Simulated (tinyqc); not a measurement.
Inside a calculation. Model: ion implantation: universal nuclear stopping, Lindhard-Scharff electronic stopping and a Gaussian range profile. Computed by tinyqc, a small Python program that keeps every step. Command: `OMP_NUM_THREADS=1 python tinyqc.py 3008813 3008814 out.jsonl implant walk`. One thread of a shared host (Intel(R) Xeon(R) Processor @ 2.30GHz), about 0.08 s of CPU time with the checks. Intermediate numbers are printed to about 5 digits and carried at full precision; extremes and crossings named in words are read from the listed rows.

An ion slows by elastic collisions with screened nuclei and by friction with electrons; channelling is ignored and the target is uniform.

Inputs (values chosen for the exercise, modelled on oxygen ions in silicon):
```
quantity,value,unit
ion atomic number Z1,8,-
ion mass M1,16,u
target atomic number Z2,14,-
target mass M2,28.09,u
target density N,49.94,1/nm^3
ion energy E,51,keV
scale factor of electronic stopping k,1.1,-
dose Q,2.4e+14,1/cm^2
background C_B,8.4e+16,1/cm^3
displacement energy E_d,15,eV
anneal budget D t,4.7e-11,cm^2
```

Follow-up: anneal.

## Stopping at the entry energy

Reduced energy eps = 32.53 M2 E/(Z1 Z2 (M1 + M2)(Z1^0.23 + Z2^0.23)), E in keV; s_n = ln(1 + 1.1383 eps)/(2 (eps + 0.01321 eps^0.21226 + 0.19593 eps^0.5)) for eps up to 30 and ln(eps)/(2 eps) above; S_n = 8.462 Z1 Z2 M1 s_n/((M1 + M2)(Z1^0.23 + Z2^0.23)) in 1e-15 eV cm^2. S_e = k 3.83 Z1^(7/6) Z2/(Z1^(2/3) + Z2^(2/3))^(3/2) sqrt(E/M1) in 1e-15 eV cm^2, E in keV. dE/dx = N (S_n + S_e); 1e-15 eV cm^2 = 0.1 eV nm^2.

reduced energy eps = 2.7369

s_n = 0.22986

S_n = 22.927 x 1e-15 eV cm^2

S_e = 38.782 x 1e-15 eV cm^2

energy loss dE/dx = 308.17 eV/nm

Electronic stopping carries 63 % of the loss at entry.

## Range and straggle

Path length R = int_0^E dE'/(N (S_n + S_e)); energy lost to nuclei nu = int_0^E S_n/(S_n + S_e) dE' (both with E' = E y^3 and 64 Gauss-Legendre points in y). Estimates of Lindhard type: R_p = R/(1 + M2/(3 M1)), straggle dR_p = (2/3) R_p sqrt(M1 M2)/(M1 + M2).

path length R = 192.85 nm

projected range R_p = 121.66 nm

straggle dR_p = 38.998 nm

energy lost to nuclei nu = 27.674 keV

54 % of the energy goes to nuclei over the whole path. Caution: the estimates of R_p and dR_p assume mainly nuclear stopping and an ion not much lighter than the target; here they are rough, and for light ions in heavy targets the straggle can be low by a factor of two or more.

## Gaussian profile

C(x) = C_p exp(-(x - R_p)^2/(2 dR_p^2)) with C_p = Q/(sqrt(2 pi) dR_p), 1 nm = 1e-7 cm; the profile falls to the background at x_j = R_p + dR_p sqrt(2 ln(C_p/C_B)); the peak atomic fraction is C_p/N.

peak concentration C_p = 2.4551e+19 1/cm^3

Depth x_j where C falls to C_B = 253.07 nm

peak atomic fraction = 4.9162e-04

## Damage

Kinchin-Pease count with efficiency 0.8: N_d = 0.8 nu/(2 E_d), taking all of nu as damage energy (an upper estimate, as recoils also lose energy to electrons). Spread over a depth R_p + dR_p, displacements per atom = Q N_d/(N (R_p + dR_p)).

displacements per ion N_d = 737.98

displacements per atom = 0.22075

One displacement per atom would need a dose of 1.1e15 per cm^2 if no defects annealed. Caution: above a few tenths of a displacement per atom cascades overlap, so the count overstates new damage; heavy ions turn silicon and germanium amorphous at such levels, while light ions such as boron and metal targets anneal much of the damage.

## Anneal

Far from the surface a Gaussian stays Gaussian: sigma^2 = dR_p^2 + 2 D t; peak Q/(sqrt(2 pi) sigma); x_j = R_p + sigma sqrt(2 ln(peak/C_B)).

width sigma = 104.50 nm

peak after the anneal = 9.1620e+18 1/cm^3

x_j after the anneal = 441.79 nm

x_j moves by 189 nm. Caution: the width is no longer small against R_p, so the surface reflects or loses dopant and the free Gaussian is only a guide.

## Nuclear against electronic stopping over energy

The formulas are those given above.

Stopping (1e-15 eV cm^2) and range:
```
E (keV),eps,S_n,S_e,R (nm),nu/E
1,5.3665e-02,27.856,5.43,10.1,0.85855
2,1.0733e-01,31.982,7.68,15.5,0.83971
5,2.6832e-01,34.998,12.14,29.2,0.79927
10,5.3665e-01,34.373,17.17,49.4,0.75097
20,1.0733e+00,30.869,24.29,86.7,0.68043
50,2.6832e+00,23.112,38.40,189.6,0.54601
100,5.3665e+00,16.751,54.31,340.8,0.42103
200,1.0733e+01,11.297,76.80,592.7,0.29670
500,2.6832e+01,6.175,121.43,1150.3,0.16494
```

Nuclear stopping peaks near 5 keV among these rows (eps = 0.27; the universal curve peaks near 0.3). Electronic stopping overtakes it between 20 and 50 keV. The path length grows as E^0.62 at the low end and E^0.72 at the high end; constant stopping would give E^1, and stopping that rises with E, be it nuclear (below its peak) or electronic, gives a lower exponent.

Checks made by the program: range against adaptive quadrature (relative difference 2e-06).
